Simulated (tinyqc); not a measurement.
Off-state leakage of single and stacked transistors: two steps of the calculation.

n-channel devices of unit width. Subthreshold current I(Vg, Vs, Vd) = I0 (T/300 K)^0.5 exp[(Vg - Vs - VT(T) - gb (Vs - Vb) + dd (Vd - Vs))/(nf Vt)] (1 - exp(-(Vd - Vs)/Vt)), VT(T) = VT - cT (T - 300 K). Gate-edge tunnelling Ig (Vd/1 V) exp(ag (Vd - 1 V)), for a gate at 0 V, and band-to-band leakage Ab u exp(-Bb/u), u = Vd - Vb + 1 V, flow at a drain held at V; both are taken as independent of T. In a stack of off transistors (all gates at 0 V) the same subthreshold current passes through each.

Inputs (values chosen for the exercise); values of the order met in bulk silicon logic transistors:
- T = 300 K (temperature)
- V = 1.1 V (supply voltage)
- VT = 0.27 V (threshold at 300 K, zero drain and body bias)
- cT = 1 mV/K (fall of the threshold with temperature)
- I0 = 0.7 uA/um (current at threshold at 300 K)
- nf = 1.28 (slope factor)
- dd = 0.07 (drain-induced lowering per volt)
- gb = 0.15 (rise of the threshold per volt of source-body bias)
- Ig = 4e-5 uA/um (gate-edge tunnelling current at 1 V)
- ag = 4.4 1/V (exponential slope of the gate current)
- Ab = 30 uA/(um V) (prefactor of band-to-band leakage at the drain)
- Bb = 22 V (its exponential voltage)
- Vb = 0 V (body voltage)

Constants: q = 1.602176634e-19 C, kB = 1.380649e-23 J/K, Vt = kB T/q. Results are converted to the units shown.

Problem 1. Leakage of one transistor. Vg = Vs = 0, Vd = V; effective threshold VT(T) - gb Vb - dd V.

Wanted: effective threshold; parts; total; shares.

Solution 1.

effective threshold = 0.1930 V
parts (nA/um): subthreshold 2.052, gate edge 0.06832, band-to-band 1.777
total = 3.896 nA/um
shares (%): subthreshold 52.65, gate edge 1.753, band-to-band 45.59

The subthreshold part is the largest.

Problem 2. New Vx. Stack of two, Vx the node between them: I_low = I(0, 0, Vx), I_up = I(0, Vx, V), f = ln(I_up/I_low), f' = -(1 + gb + 2 dd)/(nf Vt) - 1/(Vt (exp(Vx/Vt) - 1)) - 1/(Vt (exp((V - Vx)/Vt) - 1)), Vx(new) = Vx - f/f'.

Vx at the start = 0.06 V

Give: I_low; I_up; f; f'; Vx after iteration 1.

Solution 2.

I_low = 0.20500 nA/um
I_up = 0.22458 nA/um
f = 0.091258
f' = -43.195 1/V
Vx after iteration 1 = 0.062113 V

Computed by the program tinyqc: `OMP_NUM_THREADS=1 python tinyqc.py 2242265 2242266 out.jsonl`, one thread of a shared Intel Xeon 2.30GHz, about 0.04 s for the whole run.
